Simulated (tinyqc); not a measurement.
Worked calculation: ion implantation: universal nuclear stopping, Lindhard-Scharff electronic stopping and a Gaussian range profile. Computed by tinyqc, a small Python program that keeps every step. Command: `OMP_NUM_THREADS=1 python tinyqc.py 3001810 3001811 out.jsonl implant walk`. One thread of a shared host (Intel(R) Xeon(R) Processor @ 2.30GHz), about 0.08 s of CPU time with the checks. Intermediate numbers are printed to about 7 digits and carried at full precision; extremes and crossings named in words are read from the listed rows.

An ion slows by elastic collisions with screened nuclei and by friction with electrons; channelling is ignored and the target is uniform.

Inputs (values chosen for the exercise, modelled on phosphorus ions in copper):

| quantity | value | unit |
|---|---|---|
| ion atomic number Z1 | 15 | - |
| ion mass M1 | 31 | u |
| target atomic number Z2 | 29 | - |
| target mass M2 | 63.55 | u |
| target density N | 84.9 | 1/nm^3 |
| ion energy E | 2.2 | keV |
| scale factor of electronic stopping k | 1.4 | - |
| dose Q | 3.1e+13 | 1/cm^2 |
| background C_B | 1e+16 | 1/cm^3 |
| displacement energy E_d | 30 | eV |
| fraction allowed through the mask | 1e-06 | - |

Follow-up: mask.

## Stopping at the entry energy

Reduced energy eps = 32.53 M2 E/(Z1 Z2 (M1 + M2)(Z1^0.23 + Z2^0.23)), E in keV; s_n = ln(1 + 1.1383 eps)/(2 (eps + 0.01321 eps^0.21226 + 0.19593 eps^0.5)) for eps up to 30 and ln(eps)/(2 eps) above; S_n = 8.462 Z1 Z2 M1 s_n/((M1 + M2)(Z1^0.23 + Z2^0.23)) in 1e-15 eV cm^2. S_e = k 3.83 Z1^(7/6) Z2/(Z1^(2/3) + Z2^(2/3))^(3/2) sqrt(E/M1) in 1e-15 eV cm^2, E in keV. dE/dx = N (S_n + S_e); 1e-15 eV cm^2 = 0.1 eV nm^2.

reduced energy eps = 0.02741374

s_n = 0.2327507

S_n = 69.63863 x 1e-15 eV cm^2

S_e = 15.95763 x 1e-15 eV cm^2

energy loss dE/dx = 726.7122 eV/nm

Nuclear stopping carries 81 % of the loss at entry.

## Range and straggle

Path length R = int_0^E dE'/(N (S_n + S_e)); energy lost to nuclei nu = int_0^E S_n/(S_n + S_e) dE' (both with E' = E y^3 and 64 Gauss-Legendre points in y). Estimates of Lindhard type: R_p = R/(1 + M2/(3 M1)), straggle dR_p = (2/3) R_p sqrt(M1 M2)/(M1 + M2).

path length R = 5.528301 nm

projected range R_p = 3.284139 nm

straggle dR_p = 1.027797 nm

energy lost to nuclei nu = 1.826716 keV

83 % of the energy goes to nuclei over the whole path.

## Gaussian profile

C(x) = C_p exp(-(x - R_p)^2/(2 dR_p^2)) with C_p = Q/(sqrt(2 pi) dR_p), 1 nm = 1e-7 cm; the profile falls to the background at x_j = R_p + dR_p sqrt(2 ln(C_p/C_B)); the peak atomic fraction is C_p/N.

peak concentration C_p = 1.203274e+20 1/cm^3

Depth x_j where C falls to C_B = 7.739467 nm

peak atomic fraction = 0.001417283

## Damage

Kinchin-Pease count with efficiency 0.8: N_d = 0.8 nu/(2 E_d), taking all of nu as damage energy (an upper estimate, as recoils also lose energy to electrons). Spread over a depth R_p + dR_p, displacements per atom = Q N_d/(N (R_p + dR_p)).

displacements per ion N_d = 24.35622

displacements per atom = 0.02062488

One displacement per atom would need a dose of 1.5e15 per cm^2 if no defects annealed.

## Mask thickness

For a mask that stops like the target, the fraction beyond d is (1/2) erfc((d - R_p)/(sqrt2 dR_p)); solve for d.

number of straggles beyond R_p = 4.753424

mask thickness d = 8.169694 nm

Caution: real range profiles are skewed and have channelling tails, so a Gaussian is unreliable this far out.

## Nuclear against electronic stopping over energy

The formulas are those given above.

Stopping (1e-15 eV cm^2) and range:

| E (keV) | eps | S_n | S_e | R (nm) | nu/E |
|---|---|---|---|---|---|
| 1 | 1.246079e-02 | 53.2885 | 10.7586 | 3.6552 | 0.8398611 |
| 2 | 2.492159e-02 | 67.6213 | 15.2150 | 5.2486 | 0.8318642 |
| 5 | 6.230396e-02 | 86.4728 | 24.0570 | 8.8564 | 0.8116893 |
| 10 | 1.246079e-01 | 98.1065 | 34.0218 | 13.6728 | 0.7865290 |
| 20 | 2.492159e-01 | 104.6895 | 48.1141 | 21.8790 | 0.7493830 |
| 50 | 6.230396e-01 | 101.5519 | 76.0750 | 43.0410 | 0.6740721 |
| 100 | 1.246079e+00 | 89.3479 | 107.5863 | 74.3753 | 0.5910511 |
| 200 | 2.492159e+00 | 71.3958 | 152.1500 | 130.3307 | 0.4851286 |
| 500 | 6.230396e+00 | 46.4160 | 240.5703 | 268.8122 | 0.3288096 |

Nuclear stopping peaks near 20 keV among these rows (eps = 0.25; the universal curve peaks near 0.3). Electronic stopping overtakes it between 50 and 100 keV. The path length grows as E^0.52 at the low end and E^0.79 at the high end; constant stopping would give E^1, and stopping that rises with E, be it nuclear (below its peak) or electronic, gives a lower exponent.

Checks made by the program: range against adaptive quadrature (relative difference 3e-06).
